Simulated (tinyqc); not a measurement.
Velocity overshoot from momentum and energy balance equations after a field step: one step, computed by the program tinyqc. Command: `OMP_NUM_THREADS=1 python tinyqc.py 3029933 3029934 out.jsonl overshoot walk`. One thread of a shared host (Intel(R) Xeon(R) Processor @ 2.30GHz), about 0.02 s of CPU time with the checks.

At t = 0 the field jumps from 0 to F in a uniform sample. v is the drift velocity and u = w - (3/2) k_B T the excess energy per carrier.

Question. Constants and steady state. dv/dt = e F/m - v/tau_m(u), du/dt = e F v - u/tau_E, tau_m(u) = tau_0/(1 + c u), tau_0 = m mu_0/e, c = mu_0/(e tau_E v_s^2); this choice gives the steady state v (1 + mu_0 F v/v_s^2) = mu_0 F, which saturates at v_s. Steady velocity v = 2 mu_0 F/(1 + sqrt(1 + 4 (mu_0 F/v_s)^2)); u = e F v tau_E; carrier temperature T + 2u/(3 k_B), neglecting the drift energy m v^2/2.

Inputs (values chosen for the exercise, modelled on holes in silicon except for tau_E): effective mass m = 0.41 m_0; low-field mobility mu_0 = 500 cm^2/(V s); saturation velocity v_s = 0.88 1e7 cm/s; energy relaxation time tau_E = 0.67 ps; field after the step F = 52 kV/cm; lattice temperature T = 300 K.

Scheme: implicit in the damping.

Constants: m_0 = 9.1093837015e-31 kg; e = 1.602176634e-19 C; k_B = 8.617333262e-05 eV/K.

Give: tau_0; c; acceleration e F/m; steady velocity; steady excess energy; steady carrier temperature.

Answer.

tau_0 = 116.6 fs

c = 9.637 1/eV

acceleration e F/m = 0.02231 1e7 cm/s per fs

steady velocity = 0.7436 1e7 cm/s

steady excess energy = 0.2591 eV

steady carrier temperature = 2304 K

tau_E/tau_0 = 5.75, and in the steady state tau_m has shrunk to 33.3 fs.
